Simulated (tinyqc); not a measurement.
# Born-Mayer model of an ionic crystal AB, step by step

A worked calculation. Computed by tinyqc, a small Python program that keeps every step. Command: `OMP_NUM_THREADS=1 python tinyqc.py 3019479 3019480 out.jsonl bornmayer walk`. One thread of a shared host (Intel(R) Xeon(R) Processor @ 2.30GHz), about 0.01 s of CPU time with the checks. Intermediate numbers are printed to about 6 digits and carried at full precision; extremes and crossings named in words are read from the listed rows.

Energies are per ion pair and r is the nearest distance of unlike ions.

Inputs (values chosen for the exercise, for a model salt):
```
quantity                        value           unit
ionic charge z                      1              -
unlike repulsion lambda          4390             eV
range rho                       0.304       angstrom
like repulsion lambda2            430             eV
dispersion C between like ions     23  eV angstrom^6
pressure P                         10            GPa
```

Structure: rock salt. Short range: with like-ion terms.

Constants: e^2/(4 pi eps_0) = 14.39964548 eV angstrom; 1 eV/angstrom^3 = 160.2176634 GPa.

## Equilibrium distance at zero pressure

Madelung constant M, unlike neighbours z1, like neighbours z2 at f r, volume per pair: rock salt 1.747565, 6, 12, sqrt2, 2 r^3; caesium chloride 1.762675, 8, 6, 2/sqrt3, 8 r^3/(3 sqrt3); zinc blende 1.638055, 4, 12, sqrt(8/3), 16 r^3/(3 sqrt3). U(r) = -M z^2 e^2/(4 pi eps_0 r) + z1 lambda exp(-r/rho) + z2 [lambda2 exp(-f r/rho) - C/(f r)^6] (one mean like-ion term for both sublattices). Newton steps on g(r) = U'(r), from r = 9 rho: r(new) = r - U'(r)/U''(r), with the move limited to 0.3 angstrom. Where U'' is negative, move 0.3 angstrom downhill. Stop when |U'| is below 1e-9.

Newton steps:
```
step  r (angstrom)  U' (eV/angstrom)  U'' (eV/angstrom^2)
1          2.73600      -7.22201e+00              32.5862
2          2.95763      -2.20204e+00              14.8922
3          3.10549      -5.00438e-01               8.6433
4          3.16339      -5.11180e-02               6.9338
5          3.17076      -7.19582e-04               6.7394
6          3.17087      -1.48398e-07               6.7366
7          3.17087      -4.91274e-15               6.7366
```

equilibrium distance r0 = 3.17087 angstrom

## Terms of the lattice energy

The formulas are those given above.

terms (eV): Coulomb -7.93609, unlike repulsion 0.77752, like repulsion 0.00202, dispersion -0.03394

lattice energy U = -7.19049 eV per pair

The short-range terms together cancel 9.4 % of the Coulomb energy.

## Bulk modulus

B = U''(r0)/(9 c r0), with the volume written as c r^3.

U''(r0) = 6.73663 eV/angstrom^2

bulk modulus B = 18.9105 GPa

## Under pressure

With the volume written as c r^3, under pressure take the root at the minimum of the enthalpy and solve U'(r) + 3 c r^2 P = 0; H = U + P V; B = (U'' - 2 U'/r)/(9 c r).

distance at P = 2.90030 angstrom

volume at P = 48.7929 angstrom^3

enthalpy at P = -3.78844 eV per pair

bulk modulus at P = 62.7991 GPa

The volume shrinks by 23.48 %, against P/B = 52.88 % in linear elasticity: the crystal stiffens.

## Three structures under pressure

The formulas are those given above.

Enthalpy (eV per pair):
```
P (GPa)  rock salt  caesium chloride  zinc blende
0          -7.1905           -7.0512      -6.9799
2          -6.4297           -6.4008      -5.9609
5          -5.3819           -5.4952      -4.5933
10         -3.7884           -4.1053      -2.5537
20         -0.9378           -1.5964       1.0302
40          4.0329            2.8189       7.1715
70         10.5136            8.6229      15.0588
100        16.3113           13.8465      22.0387
```

volumes at zero pressure (angstrom^3): rock salt 63.7625, caesium chloride 54.1342, zinc blende 86.9607

At zero pressure the order is rock salt < caesium chloride < zinc blende. Between 2 and 5 GPa the lowest enthalpy passes from rock salt to caesium chloride. Pressure favours the denser structure, through P V. The Madelung constants, the number of repulsive contacts and the volumes (63.8, 54.1, 87.0 angstrom^3 at P = 0) all matter. Caution: rigid ions with fixed charges leave out polarisation and covalency, so such models often misplace transition pressures.

Checks made by the program: Madelung constant against an Ewald sum (relative difference 2e-07); Newton against bracketing (relative difference below 1e-10).
